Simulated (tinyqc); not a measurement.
Lossy on-chip transmission line with skin effect: two steps of the calculation.

A uniform line in a homogeneous dielectric: c = sqrt(er)/(c0 Z0), l = Z0 sqrt(er)/c0 (c0 = 299792458 m/s), g = w c td, w = 2 pi f. The resistance joins its limits as r = sqrt(r_dc^2 + r_hf^2), with r_dc = rho/(wd th), r_hf = kr rho/(2 delta (wd + th)), delta = sqrt(rho/(pi f mu0)), mu0 = 4 pi 1e-7 H/m; this is an interpolation, and internal inductance, up to 0.05 nH/mm at low frequency, is neglected.

Values chosen for this exercise:
- len = 0.44 mm (length)
- Rg = 100 ohm (source resistance)
- RL = 50 ohm (load resistance)
- CL = 20 fF (load capacitance)
- f = 0.74 GHz (frequency)

Task 1. Propagation constant and impedance. gamma = sqrt((r + i w l)(g + i w c)) = alpha + i beta, Zc = sqrt((r + i w l)/(g + i w c)), roots with positive real part; loss 8.685889638 alpha in dB; phase velocity w/beta.

r = 2.3965863 ohm/mm
l = 0.20221249 nH/mm
c = 165.07142 pF/m
g = 0.0076750898 S/m

Wanted: gamma len; Zc; loss; phase velocity over c0; r/(w l).

Result 1.

gamma len = 0.011100+0.016104i
Zc = 48.011-32.388i ohm
loss = 0.21912 dB/mm
phase velocity over c0 = 0.42374
r/(w l) = 2.5490

r exceeds w l, so the line behaves mainly as an RC line at this frequency.

Task 2. Reflection, input impedance and transfer. ZL = 1/(1/RL + i w CL); reflection (ZL - Zc)/(ZL + Zc); Zin = Zc (ZL + Zc tanh(gamma len))/(Zc + ZL tanh(gamma len)); H = V_load/V_source = [Zin/(Zin + Rg)]/[cosh(gamma len) + (Zc/ZL) sinh(gamma len)].

gamma len = 0.011099721+0.016104241i
Zc = 48.011333-32.388087i ohm

Wanted: ZL; reflection at the load; Zin; H; |H|.

Result 2.

ZL = 49.999-0.232i ohm
reflection at the load = -0.08005+0.30144i
Zin = 51.029-0.680i ohm
H = 0.33090-0.00569i
|H| = -9.6048 dB

Numbers from tinyqc (`OMP_NUM_THREADS=1 python tinyqc.py 2810176 2810177 out.jsonl`; about 0.01 s on one thread of a shared Intel Xeon 2.30GHz).
